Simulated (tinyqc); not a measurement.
Alloy A(1-x)B(x) by interpolation with bowing, step by step. Values are carried at full precision from step to step, so a last printed digit may differ when a step is redone from the rounded ones.

Each gap follows E(x) = (1 - x) E_A + x E_B - C x (1 - x); the lattice constant follows Vegard, a(x) = (1 - x) a_A + x a_B.

Constants: hc = 1239.841984 eV nm; kB = 8.617333262e-05 eV/K.

Parameters, chosen for this exercise (A near InSb, B near InAs; not measured data): a = (6.471, 6.05) angstrom (lattice constant of A, B); x = 0.67 (fraction of B); Eg = (0.238, 0.42) eV (gap at Gamma to the s-like level of A, B); EgX = (0.621, 1.445) eV (gap to the lowest valley along Gamma-X of A, B); EgL = (0.931, 1.118) eV (gap to L of A, B); C = (0.616, 0.601, 0.57) eV (bowing of the Gamma, X and L gaps); Dso = (0.806, 0.386) eV (spin-orbit splitting of A, B); Ep = (23.1, 21.7) eV (Kane energy of A, B); me = (0.0134, 0.0259) m0 (electron mass at Gamma of A, B); Cs = 1.17 eV (bowing of Dso); md = (0.0127, 0.74, 0.66) m0 (density-of-states masses of Gamma, all X and all L valleys); T = 400 K (temperature).

## Gaps and lattice constant at x

Also give the wavelength hc/E of the lowest gap.

a(x) = 6.1889 angstrom

linear parts (eV): Gamma 0.3599, X 1.1731, L 1.0563

bowing terms C x (1 - x) (eV): Gamma 0.1362, X 0.1329, L 0.1260

gaps (eV): Gamma 0.2237, X 1.0402, L 0.9303

wavelength of the lowest gap = 5541.4 nm

The lowest valley is Gamma, so the gap is direct; the next, L, lies 707 meV higher.

## Where the valleys cross

The difference of two gaps is a quadratic q2 x^2 + q1 x + q0 with q2 = C_i - C_j, q1 = (E_B - E_A - C)_i - (E_B - E_A - C)_j, q0 = E_A,i - E_A,j; give its roots between 0 and 1 (a dash: none).

Crossings:
```
pair        q2      q1      q0  first root  second root
Gamma-X  0.015  -0.657  -0.383           -            -
Gamma-L  0.046  -0.051  -0.693           -            -
X-L      0.031   0.606  -0.310      0.4988            -
```

The lowest valley is Gamma at every x. The other crossings lie above the lowest valley.

## Electron mass of the alloy

Mass at Gamma from the Kane formula 1/m = F + Ep (Eg + 2 Dso/3)/(Eg (Eg + Dso)). F is fixed by the masses of A and B and interpolated linearly, as is Ep; Eg and Dso carry their bowing.

Compare with the linear interpolation of the masses.

F of A, B: [2.5455, -4.8088]

Ep, Eg, Dso at x (eV): [22.1620, 0.2237, 0.2659]

m(x) from the Kane formula = 0.0127 m0
m(x) linear = 0.0218 m0

The Kane value lies 41.7 % below the linear one.

## Shares of the electrons in the valleys

Non-degenerate: n_i proportional to md_i^(3/2) exp(-E_i/kT).

md^(3/2): Gamma 0.0014, X 0.6366, L 0.5362

(E - E_min)/kT: Gamma 0.00, X 23.69, L 20.50

shares: Gamma 1.000, X 0.000, L 0.000

Gamma holds most electrons (100.0 %).

## Checks

- The X and L gaps at their crossing x = 0.4988 (eV): both 0.8818.

Run: tinyqc, `OMP_NUM_THREADS=1 python tinyqc.py 1050306 1050307 out.jsonl`; Intel(R) Xeon(R) Processor @ 2.30GHz, one thread, shared host; about 0.01 s of CPU time with all checks.
